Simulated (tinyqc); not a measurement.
# From vertical rate back to radical density n

Model: ion-assisted plasma etching: sheath, surface coverage, synergy and aspect-ratio dependence. Computed by tinyqc, a small Python program. Command: `OMP_NUM_THREADS=1 python tinyqc.py 3018044 3018045 out.jsonl etch inv`. One thread of a shared host (Intel(R) Xeon(R) Processor @ 2.30GHz), about 0.02 s of CPU time with the checks.

Radicals adsorb on bare sites; ions remove covered sites with a high yield and bare sites by sputtering; a slow spontaneous reaction acts everywhere, walls included.

Inputs (values chosen for the exercise, close to those used for silicon in a halogen plasma):
```
quantity,value,unit
plasma density n_e,6.1e+10,1/cm^3
electron temperature T_e,2.2,eV
ion mass M_i,71,u
sheath voltage V,90,V
radical mass M_n,35.5,u
gas temperature T_g,600,K
sticking coefficient s,0.51,-
radicals per removed unit x,4,-
yield slope b,0.28,eV^(-1/2)
threshold E_th,24,eV
sputter slope b_p,0.011,eV^(-1/2)
sputter threshold E_p,30,eV
spontaneous reaction probability k_c,1.1e-05,-
solid density N,5e+22,1/cm^3
ion temperature T_i,0.76,eV
```

Feature: round hole.

Constants: e = 1.602176634e-19 C; u = 1.6605390666e-27 kg; k_B = 1.380649e-23 J/K; eps_0 = 8.8541878128e-12 F/m.

Method:
- Bohm speed u_B = sqrt(e T_e/M_i); ion flux G_i = 0.61 n_e u_B; radical flux G_n = n c/4 with c = sqrt(8 k_B T_g/(pi M_n)).
- Debye length lambda_D = sqrt(eps_0 T_e/(e n_s)) with n_s = 0.61 n_e, T_e in volts; Child-law sheath d = (sqrt2/3) lambda_D (2 V/T_e)^(3/4); ion energy E = V + T_e/2; angular spread = arctan(sqrt(T_i/E)).
- Yields: Y = b (sqrt(E) - sqrt(E_th)) on covered sites, Y_p = b_p (sqrt(E) - sqrt(E_p)) on bare ones (zero below threshold).
- Steady coverage: s G_n (1 - theta) = x Y G_i theta; removal flux = Y G_i theta + Y_p G_i (1 - theta) + k_c G_n; rate = flux/N, 1 cm/s = 6e8 nm/min.
- Lateral rate = k_c G_n/N; anisotropy = 1 - lateral/vertical; synergy = vertical/(ions alone + radicals alone), with ions alone Y_p G_i/N and radicals alone the lateral rate.

Problem. A run gave the result below. Find the radical density n, known to lie between 3e+13 and 5.7e+13 1/cm^3.

vertical rate = 91.44311 nm/min

Solution.

Each step takes the trial c = (a f_b - b f_a)/(f_b - f_a), f being the result less the target and a, b, c the logarithms of the listed values; c replaces end b, the old b replaces a if the sign of f changed, and otherwise f_a is halved.

Scan of the range:
```
radical density n (1/cm^3),vertical rate (nm/min)
3.00e+13,88.1111
3.34e+13,89.2314
3.72e+13,90.2680
4.14e+13,91.2151
4.60e+13,92.0727
5.12e+13,92.8731
5.70e+13,93.6080
```

False position (Illinois rule, in the logarithm of the input) inside the bracket:
```
step,end a,end b,trial,vertical rate (nm/min)
1,4.14000e+13,4.60000e+13,4.25762e+13,91.4502
2,4.14000e+13,4.25762e+13,4.25066e+13,91.4366
3,4.25762e+13,4.25066e+13,4.25400e+13,91.4431
4,4.25066e+13,4.25400e+13,4.25400e+13,91.4431
```

Vertical rate rises at every point of a 13-point scan of the range (every second point is shown), so one value fits; it is bracketed by 4.14e13 and 4.60e13. Answer: radical density n = 4.254e13 1/cm^3.
